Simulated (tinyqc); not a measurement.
## Permittivity of the insulator from five potentials

Problem. A node lies on a semiconductor-insulator interface. Steps: hs = tb/2 down into the semiconductor, ho = tox/1 up into the insulator, hy = L/4 sideways. The flux balance of its box reads eox (hy/ho)(above - node) + eps_r (hy/hs)(below - node) + [(eps_r hs + eox ho)/(2 hy)](left + right - 2 node) - q Na (hs/2) hy/eps0 = 0. Find eox.

Values chosen for this exercise; semiconductor permittivity close to that of gallium nitride: relative permittivity of the semiconductor eps_r = 9.52; body thickness tb = 3 nm; insulator thickness tox = 2.3 nm; channel length L = 20 nm; acceptor density of the depleted body Na = 2.6e18 cm^-3.

Constants: q = 1.602176634e-19 C, eps0 = 8.8541878128e-14 F/cm where lengths are in cm. Results are converted to the units shown.

psi (V): node 0.32494942, above 0, below 0.37487479, left 0.12931181, right 1.1

Solution. The balance is linear in eox.

eox = 3.900

tinyqc, about 0.1 s, one thread, Intel Xeon 2.30GHz (shared host): `OMP_NUM_THREADS=1 python tinyqc.py 2480146 2480147 out.jsonl`
